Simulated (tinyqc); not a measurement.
From results back to parameters: band gaps under pressure and temperature from deformation potentials. Two cases, with inputs chosen for the exercise.

Problem. A gap falls from its value at 0 K by aV T^2/(T + bV). The falls at two temperatures are given.

Find: T^2/fall; aV; bV.

Method. T^2/fall = (T + bV)/aV is a straight line in T with slope 1/aV and intercept bV/aV.

Case 1.

Values chosen (out of a larger set: near those of InAs, the X and L potentials typical of such crystals; not measured data): T12 = (200, 400) K (two temperatures).

falls at the two temperatures (meV): 40.138889  94.754098

Solution.

T^2/fall (K^2/meV): 996.5  1688.6

aV = 0.289 meV/K
bV = 88 K

Case 2.

Values chosen (out of a larger set: near those of Ge, the X and L potentials typical of such crystals; not measured data): T12 = (100, 400) K (two temperatures).

falls at the two temperatures (meV): 15.112782  138.025751

Solution.

T^2/fall (K^2/meV): 661.7  1159.2

aV = 0.603 meV/K
bV = 299 K

Computed by tinyqc, one run a case: `OMP_NUM_THREADS=1 python tinyqc.py N N+1 out.jsonl` with N = 1051069, 1051071; one thread of a shared Intel(R) Xeon(R) Processor @ 2.30GHz, about 0.01 s a run at most.
